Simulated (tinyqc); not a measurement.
Hubbard chain of 3 sites, step by step. Computed by tinyqc, a small Python program that keeps every step. Settings: hopping = 1.76, U = 5.1, mixing = 0.2, iteration cap = 90. Command: `OMP_NUM_THREADS=1 python tinyqc.py 24516 24517 out.jsonl` (the two numbers bound the seeds that draw the settings). One thread of a shared host (Intel(R) Xeon(R) Processor @ 2.60GHz), about 0.2 s of CPU time with the checks. Later iterations appear only in the table of the cycle.

## Mean-field iteration 1

one-body matrix (hopping and site energies) (eV), order 1, 2, 3:
$$\begin{pmatrix}
-0.650000 & -1.760000 & 0.000000 \\
-1.760000 & -0.700000 & -1.760000 \\
0.000000 & -1.760000 & 0.380000
\end{pmatrix}$$

U = 5.100000 eV

electrons, up and down: [2, 1]

mixing = 0.200000

n(up) at the start (a guess, not normalised): 1 0.667000, 2 0.667000, 3 0.667000

n(down) at the start (a guess): 1 0.333000, 2 0.333000, 3 0.333000

H(up) = T + U n(down), H(down) = T + U n(up); fill the lowest levels; n(new) = n + mixing (n(out) - n); E = tr T (rho up + rho down) + U sum n_up n_down of the output.

levels, up (eV): [-1.266212, 1.540150, 3.850963]

levels, down (eV): [0.437188, 3.243550, 5.554363]

energy = -2.720875 eV

n(up) after iteration 1: 1 0.700463, 2 0.649570, 3 0.650767

n(down) after iteration 1: 1 0.328738, 2 0.374207, 3 0.296254

## Mean-field iteration 2

As before.

levels, up (eV): [-1.192271, 1.451409, 3.866782]

levels, down (eV): [0.425735, 3.294087, 5.514258]

energy = -2.836817 eV

n(up) after iteration 2: 1 0.725100, 2 0.627804, 3 0.647736

n(down) after iteration 2: 1 0.318638, 2 0.411343, 3 0.269379

## Convergence

Each step fills the lowest levels of T + U n(other spin) and sets n(new) = n + mixing (n(out) - n); stop when output and input agree to 1e-8.

Course of the cycle:
```
iteration       E (eV)  largest |n(out) - n(in)|  mean |n_up - n_down|
1          -2.72087515                  2.06e-01              0.333333
2          -2.83681723                  1.86e-01              0.346097
3          -2.91059244                  1.68e-01              0.380656
4          -2.96619770                  1.54e-01              0.411805
5          -3.01200272                  1.41e-01              0.440323
6          -3.05102959                  1.30e-01              0.466528
7          -3.08455322                  1.21e-01              0.490570
8          -3.11328518                  1.12e-01              0.512553
9          -3.13775905                  1.04e-01              0.532571
10         -3.15845164                  9.79e-02              0.550726
11         -3.17581528                  9.14e-02              0.567129
...                ...                       ...                   ...
80         -3.25345253                  3.69e-05              0.702494
81         -3.25345253                  3.27e-05              0.702498
82         -3.25345254                  2.90e-05              0.702501
83         -3.25345254                  2.58e-05              0.702505
84         -3.25345254                  2.29e-05              0.702507
85         -3.25345254                  2.03e-05              0.702510
86         -3.25345254                  1.80e-05              0.702512
87         -3.25345254                  1.60e-05              0.702514
88         -3.25345254                  1.42e-05              0.702516
89         -3.25345254                  1.26e-05              0.702518
90         -3.25345254                  1.12e-05              0.702519
```

Not converged within 90 iterations: the residual falls steadily but slowly, by a factor of about 0.89 a step. The lowest mean-field energy found from random starts is -3.25345 eV. Reruns (cap 100 unless said): mixing 0.5: converged in 55 (E = -3.25345); mixing 0.9: converged in 27 (E = -3.25345); the original settings with a cap of 400: converged in 149 (E = -3.25345).

## The many-body Hamiltonian

Basis: all placements (u, d, 2, 0 on each site), up operators ordered before down ones; hops carry the sign of the same-spin electrons passed.

H (eV):
```
           2u0        u20        uud        20u        udu        u02        duu        02u
2u0   3.100000  -1.760000   0.000000  -1.760000   0.000000   0.000000   0.000000   0.000000
u20  -1.760000   3.050000  -1.760000   0.000000  -1.760000   0.000000   0.000000   0.000000
uud   0.000000  -1.760000  -0.970000   0.000000   0.000000  -1.760000   0.000000   0.000000
20u  -1.760000   0.000000   0.000000   4.180000  -1.760000   0.000000  -1.760000   0.000000
udu   0.000000  -1.760000   0.000000  -1.760000  -0.970000  -1.760000   0.000000  -1.760000
u02   0.000000   0.000000  -1.760000   0.000000  -1.760000   5.210000   0.000000   0.000000
duu   0.000000   0.000000   0.000000  -1.760000   0.000000   0.000000  -0.970000  -1.760000
02u   0.000000   0.000000   0.000000   0.000000  -1.760000   0.000000  -1.760000   4.080000
0u2   0.000000   0.000000   0.000000   0.000000   0.000000  -1.760000   0.000000  -1.760000

           0u2
2u0   0.000000
u20   0.000000
uud   0.000000
20u   0.000000
udu   0.000000
u02  -1.760000
duu   0.000000
02u  -1.760000
0u2   5.160000
```

## Exact diagonalisation (9 states)

Lowest levels of the sector, and the double occupancy of the lowest state.

lowest levels (eV): [-3.667156, -1.998481, -0.970000, 1.299757, 3.265163, 3.924066]

double occupancy per site = 0.102034

## The lowest level by Lanczos steps

From a random start vector (not printed): a_j = <q_j|H|q_j>, b_j = norm of the remainder after orthogonalising; the Ritz value is the lowest eigenvalue of the tridiagonal matrix of a and b so far.

Lanczos:
```
j  a_j (eV)  b_j (eV)  lowest Ritz value (eV)
1  3.513677  1.591907              3.51367743
2  1.462566  4.993555              0.59446623
3  2.263763  2.174824             -3.34919539
4  4.266073  2.569827             -3.61590300
5  2.861730  2.260843             -3.65502925
6  1.483397  2.901511             -3.66317393
7  2.746277  1.418814             -3.66677700
8  2.505355  2.516548             -3.66706150
9  0.767160         0             -3.66715614
```
